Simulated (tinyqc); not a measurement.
Metal-induced gap states at the contact of a metal chain and a two-band chain: one step. Pinning factor. Three cases, with inputs chosen for the exercise.

Question. Gap states per area N = 2 Ds/a^2 (two spins). Charge in them sits a distance xi from the metal, so S = 1/(1 + 4 pi e^2 N xi/eps), e^2 meaning e^2/(4 pi eps0); S is the change of the barrier per change of the metal work function.

Constants: e^2/(4 pi eps0) = 14.39964547 eV angstrom.

Case 1.

Values chosen (out of a larger set: gap and optical dielectric constant near those of HfO2; the chain itself is a model; not measured data): a = 3.6 angstrom (period (two sites); one chain for each area a^2); eps = 4 (dielectric constant).

Ds, the density per spin summed over the semiconductor = 0.0577138 1/eV
xi, the decay length of the density = 1.80631 angstrom

Case 2.

Values chosen (out of a larger set: gap and optical dielectric constant near those of Ge; the chain itself is a model; not measured data): a = 4 angstrom (period (two sites); one chain for each area a^2); eps = 15.3 (dielectric constant).

Ds, the density per spin summed over the semiconductor = 0.4558214 1/eV
xi, the decay length of the density = 14.23303 angstrom

Case 3.

Values chosen (out of a larger set: gap and optical dielectric constant near those of GaN; the chain itself is a model; not measured data): a = 3.19 angstrom (period (two sites); one chain for each area a^2); eps = 5.6 (dielectric constant).

Ds, the density per spin summed over the semiconductor = 0.0661747 1/eV
xi, the decay length of the density = 3.38490 angstrom

Give: N; 4 pi e^2 N xi/eps; S.

Answer.

Case 1.

N = 8.906e+13 1/(eV cm^2)
4 pi e^2 N xi/eps = 0.7278
S = 0.5788

Partial pinning, between the Bardeen (0) and Schottky (1) limits.

Case 2.

N = 5.698e+14 1/(eV cm^2)
4 pi e^2 N xi/eps = 9.5912
S = 0.0944

Strong pinning, near the Bardeen limit S = 0.

Case 3.

N = 1.301e+14 1/(eV cm^2)
4 pi e^2 N xi/eps = 1.4225
S = 0.4128

Partial pinning, between the Bardeen (0) and Schottky (1) limits.

Computed by tinyqc, one run a case: `OMP_NUM_THREADS=1 python tinyqc.py N N+1 out.jsonl` with N = 1480276, 1480428, 1480623; one thread of a shared Intel(R) Xeon(R) Processor @ 2.30GHz, about 0.01 s a run at most.
